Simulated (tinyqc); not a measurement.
# Threshold of a short bulk MOSFET: charge sharing, barrier lowering, narrow width: what changes with what

n-channel device on a p-type body, depletion approximation, full ionisation. Uniform doping N = Na. Vbi from Boltzmann statistics is rough for the degenerate source. Cox = eps0 eox/tox.

Inputs (values chosen for the exercise); band and dielectric values close to those of silicon:

| symbol | value | unit | meaning |
|---|---|---|---|
| T | 300 | K | temperature |
| Eg | 1.12 | eV | band gap |
| eps_r | 11.8 |  | relative permittivity |
| Nc | 2.75e19 | cm^-3 | conduction-band density of states at T |
| Nv | 2.7e19 | cm^-3 | valence-band density of states at T |
| eox | 3.9 |  | relative permittivity of the gate insulator (close to silicon dioxide) |
| tox | 3.4 | nm | insulator thickness |
| Na | 1e17 | cm^-3 | channel doping |
| Nsd | 1e20 | cm^-3 | source and drain doping |
| Vfb | -0.89 | V | flat-band voltage for the doping Na |
| xj | 110 | nm | junction depth |
| Vbs | 0 | V | body-source voltage |
| Vds | 1.2 | V | drain-source voltage |
| W | 420 | nm | gate width |
| xw | 0.7854 |  | shape factor of the fringing depletion at the width edges |
| L | 290 | nm | channel length |

Constants: q = 1.602176634e-19 C, kB = 1.380649e-23 J/K, Vt = kB T/q, eps0 = 8.8541878128e-14 F/cm where lengths are in cm. Results are converted to the units shown.

Each table varies one quantity; the others keep the values above.

## Threshold roll-off against channel length

ni = sqrt(Nc Nv) exp(-Eg/(2 Vt)), Eg in volts; 2 pB = 2 Vt ln(N/ni); flat band Vfb - Vt ln(N/Na); Wd = sqrt(2 eps0 eps_r (2 pB - Vbs)/(q N)); body term q N Wd/Cox; long-channel VT0 = flat band + 2 pB + body term; Vbi = Vt ln(N Nsd/ni^2); scale length l = sqrt((eps_r/eox) tox Wd). Charge sharing (trapezoid; it ignores Vds): F = (xj/L)(sqrt(1 + 2 Wd/xj) - 1), lowering = body term times F. Barrier lowering: th = exp(-L/(2 l)) + 2 exp(-L/l), lowering = th [2 (Vbi - 2 pB) + Vds], DIBL = th. Narrow width: rise = body term times xw Wd/W. VT by each model = VT0 - lowering + rise. DIBL under 0.001 mV/V is printed as 0.

The same in every row: N (cm^-3) = 1.000e17; VT0 (V) = 0.1042.

Result of one run:
```
L (nm)    L/l       F  DIBL (mV/V)  VT, charge sharing (V)  VT, barrier lowering (V)
310     9.475  0.2486        8.912                 0.09534                    0.1223
```

What becomes of these results when the channel length L is changed from 310 to 650 nm, all else the same?

Result of the changed run:
```
L (nm)    L/l       F  DIBL (mV/V)  VT, charge sharing (V)  VT, barrier lowering (V)
650     19.87  0.1185      0.04851                  0.1167                    0.1361
```

The whole series:
```
L (nm)    L/l        F  DIBL (mV/V)  VT, charge sharing (V)  VT, barrier lowering (V)
100     3.057   0.7706        311.0                0.009658                   -0.3481
150     4.585   0.5137        121.4                 0.05182                  -0.05295
220     6.724   0.3503        37.06                 0.07865                   0.07843
310     9.475   0.2486        8.912                 0.09534                    0.1223
450     13.75   0.1712        1.033                  0.1080                    0.1345
650     19.87   0.1185      0.04851                  0.1167                    0.1361
940     28.73  0.08198            0                  0.1227                    0.1361
1400    42.79  0.05504            0                  0.1271                    0.1361
2000    61.13  0.03853            0                  0.1298                    0.1361
```

VT by barrier lowering rises from -0.348 to 0.136 V and VT by charge sharing rises from 0.00966 to 0.130 V. DIBL is under 100 mV/V from L = 220 nm on among the rows (th = 0.1 at L/l = 4.92). For L = 100, 150 F exceeds 0.5: the shares of source and drain overlap, and the trapezoid formula no longer holds. For L = 100 DIBL exceeds 250 mV/V, where the barrier formula is rough.

## Effect of the junction depth

Same model as above.

The same in every row: N (cm^-3) = 1.000e17; VT0 (V) = 0.1042; L/l = 8.864; DIBL (mV/V) = 12.17; VT, barrier lowering (V) = 0.1172.

Effect of the junction depth:
```
xj (nm)        F  VT, charge sharing (V)
5        0.09532                  0.1205
8.5       0.1186                  0.1167
14        0.1440                  0.1125
24        0.1746                  0.1075
41        0.2071                  0.1021
70        0.2397                 0.09679
120       0.2704                 0.09175
200       0.2955                 0.08764
```

What does the comparison show?

As xj goes from 5 to 200, VT0 stays at 0.104 V, DIBL stays at 12.2 mV/V, F rises from 0.0953 to 0.295 and VT by barrier lowering stays at 0.117 V. The junction depth enters only the charge-sharing model.

Computed by the program tinyqc: `OMP_NUM_THREADS=1 python tinyqc.py 2002069 2002070 out.jsonl`, one thread of a shared Intel Xeon 2.30GHz, about 0.01 s for the whole run.
